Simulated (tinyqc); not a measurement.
Which input was changed? Model: vibrations of a mass or spring defect in a linear chain. Computed by tinyqc, a small Python program. Command: `OMP_NUM_THREADS=1 python tinyqc.py 3026077 3026078 out.jsonl localmode which`. One thread of a shared host (Intel(R) Xeon(R) Processor @ 2.30GHz), about 0.1 s of CPU time with the checks.

A ring of N atoms with nearest-neighbour springs k and motion along the chain. Atom 1 is the defect, of mass M', and its two springs are k'. All other atoms have the mass M.

Inputs (values chosen for the exercise, for a model chain):
```
quantity                         value           unit
spring constant k                 2.97  eV/angstrom^2
host mass M                       13.5              u
defect mass M'                    2.83              u
spring ratio k'/k at the defect      1              -
```

Host: monatomic.

Constants: nu for 1 eV/(angstrom^2 u) = 15.6333042 THz.

Method:
- Host band: lambda from 0 to 4k/M.
- nu = 15.6333042 THz x sqrt(lambda), lambda in eV/(angstrom^2 u).
- D_ii = (sum of the two springs at i)/M_i, D_ij = -k_ij/sqrt(M_i M_j) for neighbours, closed into a ring.
- The same matrix for 120 atoms; amplitudes are the mass-weighted eigenvector, in size, relative to the defect, for the highest mode; its weight is the squared component of the normalised eigenvector on the defect.

Problem. One of these inputs alone was changed, within the range given: spring constant k (1.485 to 5.94); host mass M (6.75 to 27); defect mass M' (1.415 to 5.66); spring ratio k'/k at the defect (0.5 to 2). Which one, and to what value?

Results:
```
run     ratio to the top of the host band  weight of the highest mode on the defect  highest frequency, long ring (THz)
before                           1.632308                                 0.8829127                            23.93836
after                            1.427967                                 0.8330383                            24.46691
```

Solution.

Each candidate set to reproduce ratio to the top of the host band, and what it then gives:
```
candidate                          range searched  value needed  weight of the highest mode on the defect  highest frequency, long ring (THz)
spring constant k (eV/angstrom^2)   1.485 to 5.94     no effect                                         -                                   -
host mass M (u)                        6.75 to 27         9.890                                   0.83304                              24.467
defect mass M' (u)                  1.415 to 5.66         3.863                                   0.83304                              20.942
spring ratio k'/k at the defect          0.5 to 2        0.7617                                   0.87197                              20.942
```

Only host mass M fits every result: it went from 13.5 to 9.89 u. The next best candidate, defect mass M', misses one result by 14 %.
